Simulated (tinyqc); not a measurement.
Worked calculation: CIS on RHF in the 6-31g basis, for H3+, spin multiplicity 1. One step of it, computed by the program tinyqc.

Problem. CIS matrix, triplets. A(ia,jb) = (e_a - e_i) d_ij d_ab - (ij|ab).

orbital energies (hartree): MO1 -0.956589, MO2 -0.377803, MO3 -0.053462, MO4 0.567834, MO5 0.654833, MO6 0.832955

Two-electron integrals over orbitals (pq|rs), unique and non-zero (hartree):
```
(11|11) 0.550944    (21|11) -0.000079   (21|21) 0.120152    (22|11) 0.433235
(22|21) 0.000085    (22|22) 0.439100    (31|11) 0.079660    (31|21) 0.000016
(31|22) -0.011861   (31|31) 0.071176    (32|11) 0.000033    (32|21) -0.086752
(32|22) -0.000074   (32|31) -0.000033   (32|32) 0.089551    (33|11) 0.399567
(33|21) -0.000066   (33|22) 0.363680    (33|31) 0.025771    (33|32) 0.000057
(33|33) 0.350785    (41|11) 0.078914    (41|21) -0.000039   (41|22) 0.075515
(41|31) -0.001004   (41|32) 0.000014    (41|33) 0.043012    (41|41) 0.054202
(42|11) -0.000047   (42|21) 0.064941    (42|22) 0.000051    (42|31) 1.42e-06
(42|32) -0.041209   (42|33) -0.000023   (42|41) -0.000026   (42|42) 0.064429
(43|11) -0.030610   (43|21) -0.000005   (43|22) -0.039132   (43|31) 0.004718
(43|32) 0.000006    (43|33) -0.017158   (43|41) -0.012670   (43|42) 0.000007
(43|43) 0.024135    (44|11) 0.438673    (44|21) -0.000061   (44|22) 0.408966
(44|31) 0.015918    (44|32) 0.000040    (44|33) 0.348312    (44|41) 0.068289
(44|42) -0.000031   (44|43) -0.042092   (44|44) 0.414140    (51|11) 0.000086
(51|21) -0.058160   (51|22) -0.000052   (51|31) 0.000037    (51|32) 0.034170
(51|33) 0.000043    (51|41) 0.000032    (51|42) -0.054839   (51|43) 0.000013
(51|44) 0.000026    (51|51) 0.047904    (52|11) -0.100297   (52|21) -0.000074
(52|22) -0.102949   (52|31) 0.006655    (52|32) 0.000042    (52|33) -0.048714
(52|41) -0.058556   (52|42) -0.000075   (52|43) 0.031895    (52|44) -0.102570
(52|51) 0.000076    (52|52) 0.083463    (53|11) 0.000092    (53|21) 0.008615
(53|22) 0.000050    (53|31) 0.000033    (53|32) 0.008417    (53|33) 0.000056
(53|41) 0.000021    (53|42) 0.027712    (53|43) 0.000011    (53|44) 0.000053
(53|51) -0.022644   (53|52) -0.000068   (53|53) 0.028229    (54|11) 0.000075
(54|21) -0.130830   (54|22) -0.000145   (54|31) 0.000014    (54|32) 0.100432
(54|33) 0.000062    (54|41) 0.000014    (54|42) -0.082850   (54|43) 0.000016
(54|44) 0.000036    (54|51) 0.072715    (54|52) 0.000135    (54|53) -0.014518
(54|54) 0.163450    (55|11) 0.406090    (55|21) 0.000201    (55|22) 0.419573
(55|31) -0.016525   (55|32) -0.000169   (55|33) 0.341769    (55|41) 0.081407
(55|42) 0.000143    (55|43) -0.041844   (55|44) 0.406464    (55|51) -0.000139
(55|52) -0.112193   (55|53) 0.000060    (55|54) -0.000318   (55|55) 0.425315
(61|11) -0.075538   (61|21) -0.000046   (61|22) 0.013581    (61|31) -0.065740
(61|32) 0.000055    (61|33) -0.034582   (61|41) -0.010373   (61|42) -0.000045
(61|43) -0.025634   (61|44) -0.000167   (61|51) -0.000028   (61|52) -0.016903
(61|53) -0.000069   (61|54) 0.000033    (61|55) 0.023596    (61|61) 0.099450
(62|11) -0.000072   (62|21) 0.054666    (62|22) -0.000042   (62|31) 0.000043
(62|32) -0.033725   (62|33) -0.000047   (62|41) -0.000061   (62|42) 0.043958
(62|43) 0.000035    (62|44) -0.000096   (62|51) -0.037932   (62|52) 0.000009
(62|53) 0.020583    (62|54) -0.066900   (62|55) 0.000011    (62|61) -0.000083
(62|62) 0.037692    (63|11) -0.133974   (63|21) 0.000055    (63|22) -0.067849
(63|31) -0.045208   (63|32) -0.000010   (63|33) -0.061749   (63|41) -0.044304
(63|42) 0.000056    (63|43) 0.004173    (63|44) -0.077451   (63|51) -0.000086
(63|52) 0.044165    (63|53) -0.000026   (63|54) -0.000063   (63|55) -0.061638
(63|61) 0.060350    (63|62) 0.000051    (63|63) 0.079125    (64|11) -0.024903
(64|21) -0.000125   (64|22) 0.044918    (64|31) -0.055597   (64|32) 0.000114
(64|33) -0.002550   (64|41) 0.024537    (64|42) -0.000079   (64|43) -0.015236
(64|44) 0.023634    (64|51) 0.000033    (64|52) -0.038447   (64|53) -0.000034
(64|54) 0.000116    (64|55) 0.058379    (64|61) 0.058069    (64|62) -0.000123
(64|63) 0.020312    (64|64) 0.065720    (65|11) -0.000062   (65|21) -0.078064
(65|22) -0.000036   (65|31) -0.000118   (65|32) 0.066729    (65|33) 2.52e-06
(65|41) 0.000025    (65|42) -0.054464   (65|43) -0.000025   (65|44) 0.000040
(65|51) 0.046998    (65|52) 0.000029    (65|53) -0.007007   (65|54) 0.100279
(65|55) -0.000123   (65|61) 0.000175    (65|62) -0.039453   (65|63) 0.000043
(65|64) 0.000205    (65|65) 0.067328    (66|11) 0.545758    (66|21) -0.000217
(66|22) 0.399632    (66|31) 0.105727    (66|32) 0.000138    (66|33) 0.400835
(66|41) 0.086411    (66|42) -0.000146   (66|43) -0.015389   (66|44) 0.420369
(66|51) 0.000208    (66|52) -0.085899   (66|53) 0.000097    (66|54) 0.000273
(66|55) 0.380638    (66|61) -0.128115   (66|62) -0.000116   (66|63) -0.158722
(66|64) -0.057660   (66|65) -0.000015   (66|66) 0.606929
```

Give: CIS matrix A, triplet.

Solution.

CIS matrix A, triplet (hartree):
```
        1>2      1>3      1>4      1>5     1>6
1>2  0.1456   0.0000   0.0000   0.1003  0.0001
1>3  0.0000   0.5036   0.0306  -0.0001  0.1340
1>4  0.0000   0.0306   1.0857  -0.0001  0.0249
1>5  0.1003  -0.0001  -0.0001   1.2053  0.0001
1>6  0.0001   0.1340   0.0249   0.0001  1.2438
```
